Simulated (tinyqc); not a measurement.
# Electron mobility in a silicon inversion layer, empirical terms and Matthiessen rule, step by step

Program tinyqc, `OMP_NUM_THREADS=1 python tinyqc.py 2510078 2510079 out.jsonl`; Intel Xeon 2.30GHz, shared host, one thread, about 0.01 s. Printed values are rounded.

Inversion layer of sheet density Ns on a uniformly doped body. The mobility terms are empirical power laws with prefactors chosen for the exercise; adding their inverses (Matthiessen) is itself an approximation.

Inputs (values chosen for the exercise); material values close to those of silicon: temperature T = 300 K; band gap Eg = 1.13 eV; relative permittivity of the semiconductor eps_r = 11.8; conduction-band density of states at T Nc = 2.84e19 cm^-3; valence-band density of states at T Nv = 2.62e19 cm^-3; body doping Nb = 1.1e18 cm^-3; reverse body bias Vsb = 0 V; weight of the inversion charge in the effective field eta = 0.5; gate capacitance Cox = 0.84 uF/cm^2; phonon-limited mobility at 1 MV/cm and 300 K Ap = 424 cm^2/(V s); roughness-limited mobility at 1 MV/cm As = 948 cm^2/(V s); exponent of the roughness term gs = 2; Coulomb prefactor Ac = 2600 cm^2/(V s); charge at the interface Nit = 4.5e10 cm^-2; inversion density Ns = 3e12 cm^-2; ratio W/L WL = 20; drain voltage Vd = 0.01 V; measured linear current I = 22.2 uA.

Constants: q = 1.602176634e-19 C, kB = 1.380649e-23 J/K, Vt = kB T/q, eps0 = 8.8541878128e-14 F/cm where lengths are in cm. Results are converted to the units shown.

## Depletion charge and effective field

ni = sqrt(Nc Nv) exp(-Eg/(2 Vt)), Eg in volts; Ndep = sqrt(2 eps0 eps_r Nb (2 Vt ln(Nb/ni) + Vsb)/q); E = q (Ndep + eta Ns)/(eps0 eps_r), in MV/cm.

ni = 8.794832e9 cm^-3
Ndep = 3.718844e12 cm^-2
E = 0.8003021 MV/cm

The depletion charge gives 71.3 % of the field.

## Mobility terms and their sum

With t = T/(300 K): muC = Ac (Ns/1e12 cm^-2) t/(Nb/1e17 cm^-3 + Nit/1e11 cm^-2), muP = Ap E^(-1/3) t^(-1.75), muS = As E^(-gs); 1/mu is the sum of the inverses.

terms (cm^2/(V s)): Coulomb 681.2227, phonon 456.6827, roughness 1480.132
mu = 230.7727 cm^2/(V s)
shares of 1/mu (%): Coulomb 33.87625, phonon 50.53239, roughness 15.59136

The phonon term limits most.

## Iteration 1: inversion density for the measured current

Ns at the start = 1.5e12 cm^-2

I = (W/L) q Ns mu Vd. E = q (Ndep + eta Ns)/(eps0 eps_r) in MV/cm. With t = T/(300 K): muC = Ac (Ns/1e12 cm^-2) t/(Nb/1e17 cm^-3 + Nit/1e11 cm^-2), muP = Ap E^(-1/3) t^(-1.75), muS = As E^(-gs); 1/mu is the sum of the inverses. Ns(new) = I/((W/L) q mu Vd).

E = 0.6852907 MV/cm
mu = 181.4677 cm^2/(V s)
Ns after iteration 1 = 3.817800e12 cm^-2

## Iteration 2: inversion density for the measured current

As before.

E = 0.8630063 MV/cm
mu = 238.9716 cm^2/(V s)
Ns after iteration 2 = 2.899120e12 cm^-2

## Course of the iteration: inversion density for the measured current

Stop when Ns changes by less than 1e5 cm^-2, or after 120 iterations.

Course of the iteration:
```
iteration   Ns (cm^-2)  |change| (cm^-2)
1          3.817800e12           2.32e12
2          2.899120e12           9.19e11
3          3.023602e12           1.24e11
4          2.997444e12           2.62e10
5          3.002635e12            5.19e9
6          3.001592e12            1.04e9
7          3.001801e12            2.09e8
8          3.001759e12            4.19e7
9          3.001768e12            8.40e6
10         3.001766e12            1.68e6
11         3.001766e12            3.37e5
12         3.001766e12            6.76e4
```

Converged in 12 iterations. At the end each change is about 0.20 times the one before, with alternating sign: linear convergence.

## Split C-V extraction

```
point  Vg (V)  Cgc (uF/cm^2)        I (uA)
0         0.1    2.671933e-5  2.181459e-10
1         0.2    5.614686e-4   9.638255e-8
2         0.3     0.01165003   4.200012e-5
3         0.4      0.1917148    0.01414005
4         0.5      0.7236278     0.7124138
5         0.6      0.8336243      3.499362
6         0.7      0.8396946      7.558074
7         0.8      0.8399855      12.14102
8         0.9      0.8399993      16.89036
9           1      0.8400000      21.61506
10        1.1      0.8400000      26.20887
11        1.2      0.8400000      30.61278
12        1.3           0.84      34.79532
```

Q(Vg) is the trapezoid sum of Cgc from the first point (where Q is taken as 0); mu_eff = I/((W/L) Q Vd); mu_FE = (dI/dVg)/((W/L) Cox Vd) with a backward difference. Listed from point 4 on.

```
point  Q (uC/cm^2)  mu_eff (cm^2/(V s))  mu_FE (cm^2/(V s))
4       0.05657535             62.96150            41.56391
5        0.1344380             130.1479            165.8898
6        0.2181039             173.2677            241.5900
7        0.3020879             200.9517            272.7943
8        0.3860871             218.7376            282.6988
9        0.4700871             229.9048            281.2323
10       0.5540871             236.5050            273.4414
11       0.6380871             239.8793            262.1372
12       0.7220871             240.9358            248.9610
```

At the last point mu_FE is 3.3 % above mu_eff.
